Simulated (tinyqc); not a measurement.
BCS gap equation with a constant attraction inside the Debye window: one step, computed by the program tinyqc.

Pairs attract with strength V for |xi| < k_B Theta; N(0) is the density of states for one spin. Energies are given as temperatures (E/k_B, in K) unless marked.

Task: A tunnel junction of this metal. Ambegaokar-Baratoff: I_c R_n = (pi Delta/(2e)) tanh(Delta/2T); Josephson energy E_J = hbar I_c/(2e), given as E_J/h; inductance hbar/(2 e I_c); thermal quasiparticle fraction x = n_qp/(2 N(0) Delta) = sqrt(2 pi T/Delta) exp(-Delta/T), valid for T well below Delta.

Inputs (values chosen for the exercise, modelled on titanium nitride): Debye temperature Theta = 546 K; temperature T = 2.49 K; junction resistance R_n = 0.46 kilo-ohm.

Solver: secant.

Delta(T) = 9.745181 K

Constants: k_B = 8.617333262e-05 eV/K; hbar = 1.054571817e-34 J s; e = 1.602176634e-19 C; h = 6.62607015e-34 J s.

Give: I_c R_n; critical current I_c; E_J/h; Josephson inductance; quasiparticle fraction x.

Result:

I_c R_n = 1267.5 microvolt

critical current I_c = 2755.4 nA

E_J/h = 1368.5 GHz

Josephson inductance = 0.11944 nH

quasiparticle fraction x = 0.025298
